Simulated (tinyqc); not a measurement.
# n-type polysilicon, carrier trapping at grain boundaries: effect of the doping

One-dimensional grains of size Lg, uniform ionised doping N, monovalent traps Qt at each boundary at a depth Et below (for electrons) or above (for holes) the band edge there, abrupt depletion of width W on each side of a boundary, Boltzmann statistics. xi is the distance from the band edge at the grain centre to the Fermi level. Trapped charge Qt/(1 + exp((xi + VB - Et)/Vt)) = 2 N W, barrier VB = q N W^2/(2 eps0 eps_r).

If the trap equation with xi = Vt ln(NB/N) has a root W < Lg/2, the grain is partly depleted; otherwise W = Lg/2 and the trap equation gives xi = Et - VB + Vt ln(Qt/(N Lg) - 1). N* = Qt/Lg. n0 = NB exp(-xi/Vt); mean density n0 (1 - 2 W/Lg) by charge balance in a partly depleted grain, and n0 (sqrt(pi)/2) erf(u)/u with u = sqrt(VB/Vt) in a fully depleted one; v = sqrt(kB T/(2 pi ms m0)); barrier resistivity Vt exp(VB/Vt)/(q fe n0 v Lg); grain resistivity (1 - 2 W/Lg)/(q n0 mug); effective mobility 1/(q mean density total resistivity). Rows with xi above 0.45 V, towards mid-gap, are left out, since the other carrier type is ignored.

Parameters, values chosen for the exercise; values of the order met in polycrystalline silicon: temperature T = 400 K; relative permittivity eps_r = 11.7; conduction-band density of states at T NB = 4.31e19 cm^-3; grain size Lg = 220 nm; trap density of a grain boundary Qt = 1.1e12 cm^-2; depth of the trap level from the majority band edge at the boundary Et = 0.39 eV; mass for thermionic emission ms = 0.34 m0; correction factor of the emission rate fe = 0.12; mobility inside the grains mug = 240 cm^2/(V s).

Constants: q = 1.602176634e-19 C, kB = 1.380649e-23 J/K, m0 = 9.1093837015e-31 kg, Vt = kB T/q, eps0 = 8.8541878128e-14 F/cm where lengths are in cm. Results are converted to the units shown.

Effect of the doping:
```
N (cm^-3)	N/N*	depleted share 2 W/Lg	VB (V)	xi (V)	mean density (cm^-3)	resistivity (ohm cm)	effective mobility (cm^2/(V s))
5.3e15	0.1060	1.000	0.04959	0.4139	1.767e14	245.4	143.9
1.1e16	0.2200	1.000	0.1029	0.3307	1.484e15	103.2	40.76
2.3e16	0.4600	0.8267	0.1471	0.2598	3.986e15	47.62	32.88
4.9e16	0.9800	0.5688	0.1484	0.2337	2.113e16	23.33	12.66
1e17	2.000	0.3855	0.1391	0.2091	6.145e16	8.803	11.54
2.2e17	4.400	0.2183	0.09809	0.1819	1.720e17	1.289	28.15
4.5e17	9.000	0.1105	0.05145	0.1573	4.003e17	0.2026	76.96
9.5e17	19.00	0.05257	0.02457	0.1315	9.001e17	0.05878	118.0
2e18	40.00	0.02499	0.01169	0.1058	1.950e18	0.02341	136.7
```

As N goes from 5.3e15 to 2e18, VB goes from 0.0496 through a maximum of 0.148 (at N = 4.9e16 among the rows listed) to 0.0117 V, the resistivity falls from 245 to 0.0234 ohm cm and the effective mobility goes from 144 through a minimum of 11.5 (at N = 1e17 among the rows listed) to 137 cm^2/(V s). The steepest fall of the resistivity among the rows, as N^(-2.6), lies between N = 2.2e17 and 4.5e17 cm^-3; N* = 5.00e16 cm^-3. While the grain is fully depleted VB grows as N; once the traps are full it falls as 1/N. For N = 9.5e17, 2e18 VB is below Vt, where abrupt depletion and thermionic emission are rough. For N = 1.1e16, 2.3e16 the grain is near the changeover between partial and full depletion, within a few Debye lengths, where both limits are rough.

tinyqc, about 0.01 s, one thread, Intel Xeon 2.30GHz (shared host): `OMP_NUM_THREADS=1 python tinyqc.py 2830189 2830190 out.jsonl`
